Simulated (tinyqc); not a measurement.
p-n diode, drift-diffusion by the Gummel loop with Scharfetter-Gummel fluxes: effect of the SRH lifetime of holes at fixed bias.

Abrupt junction at x = 0, p side from -Lp, n side to Ln, ohmic contacts. psi is counted from the intrinsic level; n = ni exp((psi - phin)/Vt), p = ni exp((phip - psi)/Vt). Contacts: p side psi = V - Vt ln(Na/ni), p = Na, n = ni^2/Na; n side psi = Vt ln(Nd/ni), n = Nd, p = ni^2/Nd. Constant mobilities, D = mu Vt, Boltzmann statistics, SRH recombination through a mid-gap level, U = (n p - ni^2)/(tp (n + ni) + tn (p + ni)). Current is positive from the p contact to the n contact.

ni = sqrt(Nc Nv) exp(-Eg/(2 Vt)), Eg in volts. Poisson and both continuity equations are solved self-consistently with Scharfetter-Gummel fluxes on a graded mesh of 500 nodes. J_scr is q times the integral of U between -xp and xn. Ideal diffusion current J_id = q ni^2 [Dn coth(wp/Le)/(Le Na) + Dp coth(wn/Lh)/(Lh Nd)] (exp(V/Vt) - 1), Le = sqrt(Dn tn), Lh = sqrt(Dp tp), wp = Lp - xp, wn = Ln - xn, with xp and xn from the depletion approximation (W = sqrt(2 eps0 eps_r (Vbi - V)(1/Na + 1/Nd)/q), xp = W Nd/(Na + Nd), xn = W Na/(Na + Nd), Vbi = Vt ln(Na Nd/ni^2)). Ideality factor = 0.004 V/(Vt ln[J(V + 0.004 V)/J(V)]).

Values chosen for this exercise; band and dielectric values close to those of In0.53Ga0.47As:
- T = 300 K (temperature)
- Eg = 0.734 eV (band gap)
- eps_r = 14.1 (relative permittivity)
- Nc = 2.07e17 cm^-3 (conduction-band density of states at T)
- Nv = 7.64e18 cm^-3 (valence-band density of states at T)
- Na = 3.3e17 cm^-3 (acceptor density of the p side)
- Nd = 5.2e16 cm^-3 (donor density of the n side)
- mun = 5300 cm^2/(V s) (electron mobility)
- mup = 150 cm^2/(V s) (hole mobility)
- tn = 5e-10 s (SRH lifetime of electrons)
- Lp = 4.7 um (length of the p side)
- Ln = 3.8 um (length of the n side)
- G = 0 cm^-3 s^-1 (uniform generation rate)
- V = 0.41 V (bias of the p contact)

Constants: q = 1.602176634e-19 C, kB = 1.380649e-23 J/K, Vt = kB T/q, eps0 = 8.8541878128e-14 F/cm where lengths are in cm. Results are converted to the units shown.

Result of one run:
columns A: tp (s); B: J (A/cm^2); C: ideality factor; D: J_scr/J (%); E: J_id (A/cm^2); F: share recombining at the contacts (%); G: larger minority/doping at -xp and xn
```
A        B     C      D     E     F        G
1e-6  1.68  1.03  0.860  1.72  40.8  0.00300
```

What becomes of these results when the SRH lifetime of holes tp is changed from 1e-6 to 1e-5 s, all else the same?

Result of the changed run:
columns A: tp (s); B: J (A/cm^2); C: ideality factor; D: J_scr/J (%); E: J_id (A/cm^2); F: share recombining at the contacts (%); G: larger minority/doping at -xp and xn
```
A        B     C      D     E     F        G
1e-5  1.43  1.13  0.173  1.72  52.7  0.00300
```

The whole series:
columns A: tp (s); B: J (A/cm^2); C: ideality factor; D: J_scr/J (%); E: J_id (A/cm^2); F: share recombining at the contacts (%); G: larger minority/doping at -xp and xn
```
A         B     C      D     E     F        G
1e-11  19.9  1.42   51.9  12.5  2.43  0.00202
1e-10  7.93  1.22   40.1  4.99  6.20  0.00268
1e-9   3.41  1.11   23.8  2.63  14.6  0.00291
1e-8   2.10  1.05   9.93  1.89  28.7  0.00298
1e-7   1.78  1.02   3.12  1.74  37.5  0.00300
1e-6   1.68  1.03  0.860  1.72  40.8  0.00300
1e-5   1.43  1.13  0.173  1.72  52.7  0.00300
```

As tp rises from 1e-11 to 1e-5, J falls from 19.9 to 1.43 A/cm^2, the share of the depleted layer falls from 51.9 to 0.173 % and the share lost at the contacts rises from 2.43 to 52.7 %. The exponent d ln J/d ln tp is -0.40 between the first two rows and -0.07 between the last two. J less J_scr is 17 % below J_id in the last row.

tinyqc, about 0.2 s, one thread, Intel Xeon 2.30GHz (shared host): `OMP_NUM_THREADS=1 python tinyqc.py 2240029 2240030 out.jsonl`
